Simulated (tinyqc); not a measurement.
Thermal, flicker and telegraph noise of a field-effect transistor: one step, computed by the program tinyqc.

Strong inversion, threshold roll-off and channel-length modulation left out; noise sources are uncorrelated and are given as one-sided spectral densities. The drain voltage is 50 mV.

Task: How many traps? Active traps per decade of time constant: N_dec = N_t k_B T W L lambda ln(10); a single trap at the interface shifts the threshold by e/(W L C_ox) and the current by g_m times that; tunnelling depth for frequency f, z = lambda ln(1/(2 pi f tau_0)), tau_0 = 1e-10 s.

Inputs (values chosen for the exercise, modelled on a silicon n-channel):
```
quantity,value,unit
width W,0.47,micrometre
length L,180,nm
oxide trap density N_t,1.3e+18,1/(eV cm^3)
frequency f,20,Hz
temperature T,400,K
```

Operating region: linear. Flicker model: number fluctuation.

tunnelling length lambda = 1.155811 angstrom

C_ox = 0.7506811 microfarad/cm^2

g_m = 17.64101 microsiemens

drain current I = 6.350762 microampere

Constants: k_B = 8.617333262e-05 eV/K; e = 1.602176634e-19 C.

Give: traps per decade; threshold step of one trap; current step of one trap; depth probed at f.

Result:

traps per decade = 1.0089

threshold step of one trap = 0.25228 mV

current step of one trap = 0.070078 %

depth probed at f = 2.1027 nm
